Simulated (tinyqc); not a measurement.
Trapped share and trap depth from dynamic on-resistance.

Problem. Traps remove the share ft of the electrons in the drain access (length Ld, sheet resistance Rsh before stress), so Ron grows by Rsh Ld ft/(1 - ft). The recovery time goes as T^(-2) exp(q Ea/(kB T)). Find ft and Ea.

Values chosen for this exercise:

| symbol | value | unit | meaning |
|---|---|---|---|
| Ld | 16 | um | drain access length |

Constants: q = 1.602176634e-19 C, kB = 1.380649e-23 J/K. Results are converted to the units shown.

Ron before and just after an off-state stress (ohm mm): [5.3376753, 6.7641581]
Rsh = 267.46552 ohm
recovery times at 340 and 390 K (s): [33, 3.3509881]

Answer. The rise of Ron over Rsh Ld is ft/(1 - ft); ln(t T^2) is linear in 1/T.

ft = 0.250
Ea = 0.460 eV

Computed by the program tinyqc: `OMP_NUM_THREADS=1 python tinyqc.py 2570057 2570058 out.jsonl`, one thread of a shared Intel Xeon 2.30GHz, about 0.03 s for the whole run.
